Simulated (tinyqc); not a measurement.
Free and trapped electrons in a MOS channel with a dense trap tail: two steps of the calculation.

p-type body, charge-sheet picture, full ionisation (an idealisation for deep acceptors), Boltzmann statistics for free electrons. e = Ec - EF at the surface. Acceptor-like traps of density D(E) = D0 + De exp(-E/Ew) at depth E below Ec, from 0 to Eu, hold n_t = integral of D(E)/(1 + exp((e - E)/Vt)). psi = Eg - Vt ln(Nv/Na) - e; N_dep = sqrt(2 eps0 eps_r Na (psi - Vt)/q); n_f = sqrt(N_dep^2 + 2 eps0 eps_r Vt Nc exp(-e/Vt)/q) - N_dep; Vg = Vfb + psi + q (N_dep + n_t + n_f)/Cox, Cox = eps0 eox/tox.

Parameters, values chosen for the exercise; band and dielectric values close to those of 4H silicon carbide:
- T = 400 K (temperature)
- Eg = 3.21 eV (band gap)
- eps_r = 9.88 (relative permittivity)
- Nc = 2.6e19 cm^-3 (conduction-band density of states at T)
- Nv = 3.77e19 cm^-3 (valence-band density of states at T)
- eox = 3.9 (relative permittivity of the insulator)
- tox = 68 nm (insulator thickness)
- Na = 1.9e17 cm^-3 (acceptor density)
- Vfb = -2.05 V (flat-band voltage without trapped charge)
- D0 = 2.4e11 cm^-2 eV^-1 (constant background density of acceptor-like traps)
- De = 5e12 cm^-2 eV^-1 (density of the tail at the conduction edge)
- Ew = 0.06 eV (decay energy of the tail)
- Eu = 0.92 eV (depth below Ec down to which the traps reach)
- mf = 130 cm^2/(V s) (mobility of free electrons)
- e = 0.174 eV (Ec - EF at the surface)

Constants: q = 1.602176634e-19 C, kB = 1.380649e-23 J/K, Vt = kB T/q, eps0 = 8.8541878128e-14 F/cm where lengths are in cm. Results are converted to the units shown.

Problem 1. Trapped charge. Trapezoid rule on 13 equal steps from 0 to Eu, f = 1/(1 + exp((e - E)/Vt)).

Find: E; D(E) f; n_t.

Solution 1.

```
point   E (eV)  D(E) f (cm^-2 eV^-1)
0            0              3.344e10
1      0.07077              8.470e10
2       0.1415              1.999e11
3       0.2123              2.899e11
4       0.2831              2.731e11
5       0.3538              2.524e11
6       0.4246              2.441e11
7       0.4954              2.413e11
8       0.5662              2.404e11
9       0.6369              2.401e11
10      0.7077              2.400e11
11      0.7785              2.400e11
12      0.8492              2.400e11
13      0.9200              2.400e11
```

n_t = 2.068e11 cm^-2

Problem 2. Charges and gate voltage. psi, N_dep, n_f and Vg as defined, with the n_t given; free share n_f/(n_f + n_t); apparent mobility mf n_f/(n_f + n_t); gate voltage spent on traps q n_t/Cox.

n_t = 2.0683102e11 cm^-2

Find: psi; N_dep; n_f; Vg; free share; apparent mobility; gate voltage spent on traps.

Solution 2.

psi = 2.854 V
N_dep = 2.419e12 cm^-2
n_f = 1.296e10 cm^-2
Vg = 9.128 V
free share = 5.896 %
apparent mobility = 7.665 cm^2/(V s)
gate voltage spent on traps = 0.6526 V

Program tinyqc, `OMP_NUM_THREADS=1 python tinyqc.py 2222007 2222008 out.jsonl`; Intel Xeon 2.30GHz, shared host, one thread, about 0.02 s.
